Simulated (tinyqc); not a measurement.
Heat flow across a film from the phonon Boltzmann equation in the relaxation-time approximation: one step, computed by the program tinyqc.

Two black walls, hot at x = 0 and cold at x = L, emit phonons isotropically. For one free path Lambda, with tau = x/Lambda, tau_L = L/Lambda and phi = (T - T_cold)/Delta T, energy balance gives phi(tau) = (1/2) [E2(tau) + int_0^tau_L phi(s) E1(|tau - s|) ds]; E_n are the exponential integrals. The flux over the ballistic flux C v Delta T/4 is psi = 1 - 2 int_0^tau_L phi(s) E2(s) ds, and kappa_eff/kappa = (3/4) tau_L psi. kappa = C v Lambda/3 is an input, so at fixed kappa a longer free path means a smaller C v.

Task: The small linear system for Lambda_1. Cut the film into n equal cells with constant phi, collocated at the centres c_i: the kernel integrates to A_ij = |E2(|c_i - e_j|) - E2(|c_i - e_(j+1)|)|/2 for cell edges e_j, and A_ii = 1 - E2(half a cell); solve (1 - A) phi = E2(c)/2; psi = 1 - 2 sum_j phi_j [E3(e_j) - E3(e_(j+1))].

Inputs (values chosen for the exercise, modelled on indium phosphide): film thickness L = 86 nm; free path Lambda_1 = 100 nm; cells n in the small system = 4.

Give: optical thickness tau_L; 1 - A; right-hand side E2(c)/2; flux weights E3(e_j) - E3(e_(j+1)).

Result:

optical thickness tau_L = 0.86

1 - A:
```
          1         2         3         4
1   0.70912  -0.12989  -0.07143  -0.04511
2  -0.12989   0.70912  -0.12989  -0.07143
3  -0.07143  -0.12989   0.70912  -0.12989
4  -0.04511  -0.07143  -0.12989   0.70912
```

right-hand side E2(c)/2: 0.35456  0.22467  0.15324  0.10813

flux weights E3(e_j) - E3(e_(j+1)): 0.15653  0.097553  0.066345  0.046757
